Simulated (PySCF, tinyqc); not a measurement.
Worked calculation: coupled-perturbed Hartree-Fock on RHF in the sto-3g basis, for Be, spin multiplicity 1. The lowest restricted solution is unstable here: a spin-polarised one lies 0.0012 hartree lower (PySCF). One step of it, computed by the program tinyqc.

Problem. Coupled step 2. U_ai = -(mu_ai + sum_bj [4 (ai|bj) - (ab|ij) - (aj|bi)] U_bj) / (e_a - e_i); alpha = -4 sum U_ai mu_ai.

U after step 1:
```
,i1,i2
a3,0.000000,0.000000
a4,0.000000,0.000000
a5,0.005151,-3.492722
```

dipole integrals <a|z|i> (bohr):
```
,i1,i2
a3,0.000000,0.000000
a4,0.000000,0.000000
a5,0.147388,1.264640
```

orbital energies (hartree): MO1 -4.483992, MO2 -0.254038, MO3 0.221086, MO4 0.221086, MO5 0.221086

Two-electron integrals over orbitals (pq|rs), unique and non-zero (hartree):
```
p,q,r,s,(pq|rs)
1,1,1,1,2.275334
2,1,1,1,-0.253330
2,1,2,1,0.044298
2,2,1,1,0.571236
2,2,2,1,-0.014244
2,2,2,2,0.404138
3,1,3,1,0.015599
3,2,3,1,0.020563
3,2,3,2,0.086809
3,3,1,1,0.569229
3,3,2,1,-0.008940
3,3,2,2,0.409597
3,3,3,3,0.449859
4,1,4,1,0.015599
4,2,4,1,0.020563
4,2,4,2,0.086809
4,3,4,3,0.024249
4,4,1,1,0.569229
4,4,2,1,-0.008940
4,4,2,2,0.409597
4,4,3,3,0.401360
4,4,4,4,0.449859
5,1,5,1,0.015599
5,2,5,1,0.020563
5,2,5,2,0.086809
5,3,5,3,0.024249
5,4,5,4,0.024249
5,5,1,1,0.569229
5,5,2,1,-0.008940
5,5,2,2,0.409597
5,5,3,3,0.401360
5,5,4,4,0.401360
5,5,5,5,0.449859
```

Give: U after step 2; polarisability.

Solution.

U after step 2:
```
,i1,i2
a3,0.0000,0.0000
a4,0.0000,0.0000
a5,0.0217,-3.7590
```

polarisability = 19.0026 bohr^3
